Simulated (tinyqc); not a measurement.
Orbital energy against energy difference: ionisation energy by orbital energies and by energy differences in the 6-31g* basis, for H4, spin multiplicity 1. Computed by the program tinyqc with PySCF. 

Geometry (angstrom):
```
atom       x       y       z
H     0.0000  0.0000  0.0000
H     0.0000  0.0000  0.7170
H     0.0000  0.0000  1.5390
H     0.0000  0.0000  2.2560
```

CCSD(T) difference in the same basis = 12.5113 eV

IP-EOM-CCSD = 12.5228 eV

The cation is unrestricted; errors are against CCSD(T) in this basis, not against experiment.

First vertical ionisation energy (eV):
```
method     -e(HOMO)  E(cation) - E  error of -e(HOMO)  error of the difference
HF          12.8033      12.017108             0.2920                  -0.4942
LDA          7.6904      12.541247            -4.8209                   0.0300
PBE          7.7824      12.597307            -4.7289                   0.0860
B3LYP        9.0449      12.819261            -3.4664                   0.3080
PBE0         9.2135      12.685828            -3.2978                   0.1745
CAM-B3LYP   10.6535      12.766402            -1.8578                   0.2551
LC-wPBE     12.0333      12.766697            -0.4780                   0.2554
```

Koopmans errs by +0.29 eV and Delta-HF by -0.49 eV: relaxation, 0.79 eV, lowers the value and the missing correlation difference works against it. The PBE level is off by -4.7 eV through the wrong tail of its potential, though its energy difference is off by +0.09 eV; exact exchange deepens the level, and among the orbital energies HF comes closest; among the differences LDA does.
